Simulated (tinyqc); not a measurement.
From results back to parameters: smearing for a one-band metal on the square lattice. Five cases, with inputs chosen for the exercise.

Problem. With Gaussian smearing, f = erfc(x)/2, s = exp(-x^2)/(2 sqrt(pi)), x = (E_k - mu)/sigma and free energy F = E - sigma S, small widths give F(sigma) = E0 - D sigma^2/4, where D is the density of states at the Fermi level (both spins, per cell). F at two widths was computed from hidden E0 and D.

Find: D; E0.

Method. D = 4 (F(s1) - F(s2))/(s2^2 - s1^2); E0 = F(s1) + D s1^2/4.

Case 1.

Values chosen: s1 = 0.074 eV; s2 = 0.148 eV.
F(s1) = -0.6691913 eV
F(s2) = -0.6781651 eV

Solution.

D = 2.185 1/eV
E0 = -0.6662 eV

Case 2.

Values chosen: s1 = 0.135 eV; s2 = 0.27 eV.
F(s1) = -1.9813589 eV
F(s2) = -1.9983354 eV

Solution.

D = 1.242 1/eV
E0 = -1.9757 eV

Case 3.

Values chosen: s1 = 0.063 eV; s2 = 0.126 eV.
F(s1) = -1.0826528 eV
F(s2) = -1.0900114 eV

Solution.

D = 2.472 1/eV
E0 = -1.0802 eV

Case 4.

Values chosen: s1 = 0.08 eV; s2 = 0.16 eV.
F(s1) = -0.6569824 eV
F(s2) = -0.6659296 eV

Solution.

D = 1.864 1/eV
E0 = -0.6540 eV

Case 5.

Values chosen: s1 = 0.14 eV; s2 = 0.28 eV.
F(s1) = -2.2763545 eV
F(s2) = -2.2867180 eV

Solution.

D = 0.705 1/eV
E0 = -2.2729 eV

Computed by tinyqc, one run a case: `OMP_NUM_THREADS=1 python tinyqc.py N N+1 out.jsonl` with N = 1680552, 1680594, 1680710, 1680831, 1680999; one thread of a shared Intel(R) Xeon(R) Processor @ 2.30GHz, about 0.09 s a run at most.
